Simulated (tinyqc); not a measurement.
Empirical pseudopotential in a few plane waves, step by step. Computed by tinyqc, a small Python program that keeps every step. Settings: plane-wave index or count = 15. Command: `OMP_NUM_THREADS=1 python tinyqc.py 30532 30533 out.jsonl` (the two numbers bound the seeds that draw the settings). One thread of a shared host (Intel(R) Xeon(R) Processor @ 2.60GHz), about 0.2 s of CPU time with the checks.

## Bloch Hamiltonian at k

Parameters chosen for this model: fcc lattice, atoms at +/- a/8 (1,1,1); form factors in rydberg at |G|^2 in units of (2 pi/a)^2:
```
parameter                 value      unit
a                      5.880000  angstrom
VS(3)                 -0.211000        Ry
VS(8)                  0.018000        Ry
VS(11)                 0.035000        Ry
VA(3)                         0        Ry
VA(4)                         0        Ry
VA(11)                        0        Ry
hbar^2/2m (2 pi/a)^2   4.350388        eV
```

k point k (2 pi / a): 0.360000  -0.370000  -0.240000

Basis: the 15 shortest G (labels in 2 pi/a), the same at every k. H(G,G') = c |k + G|^2 delta + VS(|G-G'|^2) cos((G-G').tau) + i VA sin((G-G').tau), tau = a/8 (1,1,1); 1 Ry = 13.605693 eV.

H(k) at k (eV), lower triangle:
```
           +0+0+0     -1-1-1     -1-1+1     -1+1-1     -1+1+1     +1-1-1     +1-1+1     +1+1-1
+0+0+0   1.409961
-1-1-1   2.029963  16.636319
-1-1+1  -2.029963   0.000000  12.459947
-1+1-1  -2.029963   0.000000   0.244902  10.197745
-1+1+1  -2.029963  -0.244902   0.000000   0.000000   6.021372
+1-1-1  -2.029963   0.000000   0.244902   0.244902   0.000000  22.900878
+1-1+1  -2.029963  -0.244902   0.000000   0.000000   0.244902   0.000000  18.724506
+1+1-1  -2.029963  -0.244902   0.000000   0.000000   0.244902   0.000000   0.244902  16.462304
+1+1+1   2.029963   0.000000  -0.244902  -0.244902   0.000000  -0.244902   0.000000   0.000000
-2+0+0   0.000000  -2.029963  -2.029963  -2.029963   2.029963   0.336724  -0.336724  -0.336724
+0-2+0   0.000000  -2.029963  -2.029963   0.336724  -0.336724  -2.029963   2.029963  -0.336724
+0+0-2   0.000000  -2.029963   0.336724  -2.029963  -0.336724  -2.029963  -0.336724   2.029963
+0+0+2   0.000000  -0.336724   2.029963  -0.336724  -2.029963  -0.336724  -2.029963   0.336724
+0+2+0   0.000000  -0.336724  -0.336724   2.029963  -2.029963  -0.336724   0.336724  -2.029963
+2+0+0   0.000000  -0.336724  -0.336724  -0.336724   0.336724   2.029963  -2.029963  -2.029963

           +1+1+1     -2+0+0     +0-2+0     +0+0-2     +0+0+2     +0+2+0     +2+0+0
+1+1+1  12.285931
-2+0+0  -0.336724  12.546954
+0-2+0  -0.336724   0.244902  25.250088
+0+0-2  -0.336724   0.244902   0.244902  22.987886
+0+0+2  -2.029963  -0.244902  -0.244902   0.000000  14.635141
+0+2+0  -2.029963  -0.244902   0.000000  -0.244902   0.244902  12.372939
+2+0+0  -2.029963   0.000000  -0.244902  -0.244902   0.244902   0.244902  25.076072
```

## Levels at k

Diagonalise the Hermitian matrix.

eigenvalues (eV): -0.917800  4.509321  8.522361  9.126000  10.929427  13.598539  13.666736  16.230269  16.815642  17.488868  18.452047  21.976232  24.747872  26.014696  28.807835

## Bands along a path

The same steps at evenly spaced points between the labelled ones.

Bands along the path (eV), lowest eight:
```
k            band 1    band 2    band 3    band 4     band 5     band 6     band 7     band 8
L          0.078866  2.898330  8.933114  8.933114  10.313189  13.577617  13.577617  16.851122
L-G 0.33  -0.891704  4.386386  9.036007  9.036007  10.477024  13.605137  13.605137  16.787846
L-G 0.67  -1.767739  6.962752  9.485500  9.485500  10.983981  13.374189  13.374189  13.876189
G         -2.078049  9.784003  9.842349  9.842349   9.842349  12.806262  12.806262  12.806262
G-X 0.33  -1.661683  6.876345  8.888217  8.888217  11.746237  12.499342  14.403736  14.403736
G-X 0.67  -0.432345  4.197639  7.879495  7.879495  10.827029  11.544546  17.262863  17.262863
X          1.543387  1.876019  7.626725  7.626725  10.419925  10.945765  20.561867  20.561867
```

With 4 band(s) filled, the highest filled level on these points lies at G and the lowest empty one at G: the bands touch or overlap, so there is no gap. This holds for the small fixed basis; with all plane waves up to |k + G|^2 = 21 (2 pi/a)^2 the gap along the path is 0.29 eV.

## Convergence with the number of plane waves

Levels at G counted from the fourth one.

Levels (eV):
```
plane waves     level 1   level 5   level 8
9            -14.884311         0  0.979610
15           -11.920397         0  2.963913
27           -11.503457  0.361575  2.673275
51           -11.458245  0.453452  2.775885
59           -11.454359  0.480548  2.676004
65           -11.458742  0.480548  2.666094
89           -11.448904  0.473992  2.673926
```
